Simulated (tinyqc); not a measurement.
Mobility of a non-polar semiconductor in the relaxation-time approximation: one step, computed by the program tinyqc.

Each valley is treated as a sphere of mass m_d for states and rates, with one isotropic relaxation time; the conductivity mass m_c sets the current.

Problem. Masses. m_d = (m_l m_t^2)^(1/3); 1/m_c = (1/m_l + 2/m_t)/3; Hall mass factor A = 3 K_m (K_m + 2)/(2 K_m + 1)^2, K_m = m_l/m_t; N_I = n (1 + C)/(1 - C).

Inputs (values chosen for the exercise, modelled on electrons in germanium): longitudinal mass m_l = 1.58 m_0; transverse mass m_t = 0.0843 m_0; carrier density n = 2e+18 1/cm^3; compensation ratio C = 0.

Band: parabolic. Impurity formula: Conwell-Weisskopf. Further scattering: none.

Give: density-of-states mass m_d; conductivity mass m_c; Hall mass factor A; ionised impurity density N_I.

Solution.

density-of-states mass m_d = 0.2239 m_0

conductivity mass m_c = 0.1232 m_0

Hall mass factor A = 0.7875

ionised impurity density N_I = 2.00e+18 1/cm^3
